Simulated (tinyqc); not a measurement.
From one set of inputs to another, one input at a time: precursor delivery by bubblers, mass-transport growth and the solid composition of a III-V alloy. Computed by tinyqc, a small Python program. Command: `OMP_NUM_THREADS=1 python tinyqc.py 3021361 3021362 out.jsonl movpe_thermo ladder`. One thread of a shared host (Intel(R) Xeon(R) Processor @ 2.30GHz), about 0.01 s of CPU time with the checks.

1 sccm = 44.615 micromol/min; 1 torr = 133.322 Pa. The sources decompose fully at the surface.

The inputs printed are set A. Set A is modelled on triethylgallium (source 1) and trimethylindium (source 2) for the vapour pressures; the values taken over come from a set modelled on trimethylgallium (source 1) and trimethylindium (source 2) for the vapour pressures. Inputs not listed in the table keep their values of set A, so the rows need not describe a real material.

Inputs (values chosen for the exercise, modelled on triethylgallium (source 1) and trimethylindium (source 2) for the vapour pressures):

| quantity | value | unit |
|---|---|---|
| bath temperature T1 | 297 | K |
| bath temperature T2 | 292 | K |
| bubbler pressure p_b | 760 | torr |
| carrier flow F1 | 24 | sccm |
| carrier flow F2 | 32 | sccm |
| total flow F_t | 13 | slm |
| group-V flow F_V | 52 | sccm |
| reactor pressure p | 40 | torr |
| growth temperature T | 1000 | K |
| diffusivity at 273 K and 760 torr | 0.43 | cm^2/s |
| flow cross-section A | 38 | cm^2 |
| distance from the leading edge z | 5.7 | cm |
| lattice constant a | 5.81 | angstrom |
| interaction L0 of the solid | 12.5 | kJ/mol |
| log10 of p_B,eq over pure BC at 1000 K and 1 torr of group V (exaggerated: liquid indium has about -4.1) | -2.8 | log10 torr |
| enthalpy of that equilibrium H | 269 | kJ/mol |

Alloy: mixing on the group-III sites, with desorption of B.

constants a, b of source 1 (log10 torr, K): 8.084  2162

constants a, b of source 2 (log10 torr, K): 10.54  3014

Constants: k_B = 1.380649e-23 J/K; R = 8.314462618 J/(mol K).

Method:
- log10 p_v = a - b/T_bath; molar flow = F x 44.615 x p_v/(p_b - p_v) for a saturated bubbler.
- p_i = p n_i/(44615 F_t), F_t in slm; p_V = p F_V/(1000 F_t), counted per molecule supplied; V/III = 44.615 F_V/(n1 + n2); vapour fraction of source 2 = n2/(n1 + n2).
- Mean velocity u = (F_t/A)(760/p)(T/273); D = D0 (T/273)^1.75 (760/p); boundary layer delta = sqrt(pi D z/u); flux = D dp/(delta k_B T); growth rate = flux x a^3/4.
- A sticks fully. B desorbs: its surface pressure is p_B* = x gamma_B K/sqrt(p_V), ln gamma_B = L0 (1 - x)^2/(R T), K = 10^(log10 K at 1000 K) exp[-(H/R)(1/T - 1/1000)], p_V in torr. With equal diffusivities x = (p_2 - p_B*)/(p_1 + p_2 - p_B*). Growth rate = rate per torr x p_1/(1 - x).

Each row keeps all changes above it:

| input moved | from | to | molar flow 1 (micromol/min) | vapour fraction of source 2 | growth rate (micrometre/h) |
|---|---|---|---|---|---|
| set A | - | - | 9.059 | 0.25561 | 0.45167 |
| carrier flow F1 (sccm) | 24 | 38 | 14.343 | 0.17822 | 0.71495 |
| total flow F_t (slm) | 13 | 27 | 14.343 | 0.17822 | 0.49222 |
| interaction L0 of the solid (kJ/mol) | 12.5 | 11.4 | 14.343 | 0.17822 | 0.49249 |
| reactor pressure p (torr) | 40 | 760 | 14.343 | 0.17822 | 0.56933 |
| group-V flow F_V (sccm) | 52 | 93 | 14.343 | 0.17822 | 0.57533 |
| growth temperature T (K) | 1000 | 1030 | 14.343 | 0.17822 | 0.55888 |
| bath temperature T1 (K) | 297 | 279 | 4.837 | 0.39138 | 0.20965 |

Molar flow 1 goes from 9.06 to 4.84, a factor 0.534 in all. The largest single move comes from bath temperature T1 (a factor 0.337), and carrier flow F1 works against it (a factor 1.58). Vapour fraction of source 2 goes from 0.256 to 0.391, a factor 1.53 in all. The largest single move comes from bath temperature T1 (a factor 2.20), and carrier flow F1 works against it (a factor 0.697). Growth rate goes from 0.452 to 0.210, a factor 0.464 in all. The largest single move comes from bath temperature T1 (a factor 0.375), and carrier flow F1 works against it (a factor 1.58). The single moves hold for this order of the switches; the total does not depend on the order.

Caution (rows set A, carrier flow F1): the boundary layer is a quarter or more of the root of the cross-section, so it fills much of the channel and depletion along the flow matters.

Extremes, crossings and ranges named in words are read from the listed rows.
